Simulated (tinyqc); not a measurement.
Worked calculation: Hubbard chain of 5 sites. One step of it, computed by the program tinyqc.

Task: Mean-field iteration 2. H(up) = T + U n(down), H(down) = T + U n(up); fill the lowest levels; n(new) = n + mixing (n(out) - n); E = tr T (rho up + rho down) + U sum n_up n_down of the output.

one-body matrix (hopping and site energies) (eV), lower triangle:
```
           1          2          3          4          5
1  -0.620000
2  -1.610000   0.630000
3   0.000000  -1.610000   0.640000
4   0.000000   0.000000  -1.610000  -0.660000
5   0.000000   0.000000   0.000000  -1.610000  -0.920000
```

U = 6.000000 eV

electrons, up and down: 1  1

mixing = 1

n(up) after iteration 1: 1 0.035474, 2 0.074509, 3 0.175714, 4 0.439044, 5 0.275259

n(down) after iteration 1: 1 0.035474, 2 0.074509, 3 0.175714, 4 0.439044, 5 0.275259

Give: levels, up; levels, down; energy; n(up) after iteration 2; n(down) after iteration 2.

Result:

levels, up (eV): -1.7999  -0.7241  0.7233  2.5764  4.2943

levels, down (eV): -1.7999  -0.7241  0.7233  2.5764  4.2943

energy = -2.6162 eV

n(up) after iteration 2: 1 0.4567, 2 0.3418, 3 0.1361, 4 0.0466, 5 0.0189

n(down) after iteration 2: 1 0.4567, 2 0.3418, 3 0.1361, 4 0.0466, 5 0.0189
